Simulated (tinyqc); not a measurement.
Switching kinetics of a ferroelectric film and the memory window of a ferroelectric gate stack: one step, computed by the program tinyqc.

Fields in MV/cm; 1 microcoulomb/cm^2 over eps_0 is 11.29409 MV/cm. In the stack (metal, ferroelectric, interlayer, channel) the channel is taken as a conductor.

Question. Switched share after the pulse. Merz's law: t1 = t_inf exp[(E_a/E)^alpha] at the mean of the fields before and after switching. KAI: switched share = 1 - exp[-(t/t1)^n].

Inputs (values chosen for the exercise, for a model hafnia-based film):
```
quantity,value,unit
coercive field E_c,0.84,MV/cm
time constant t_inf,1.6e-11,s
activation field E_a,5.4,MV/cm
Merz exponent alpha,1,-
dimension n,3,-
pulse length t_p,5.9e-07,s
```

Kinetics: Kolmogorov-Avrami-Ishibashi (KAI).

E_F before switching = 1.743057 MV/cm

E_F after switching = 0.8194523 MV/cm

Give: mean field; switching time t1; switched share.

Answer.

mean field = 1.281 MV/cm

switching time t1 = 1.083e-09 s

switched share = 1

t_p is 540 t1. A field higher by 10 % would shorten t1 by a factor 1.5. Caution: E_F after switching lies below E_c, so switching stalls before P_s and that state is not reached. Caution: the field changes much during switching, so one mean field is a crude stand-in.
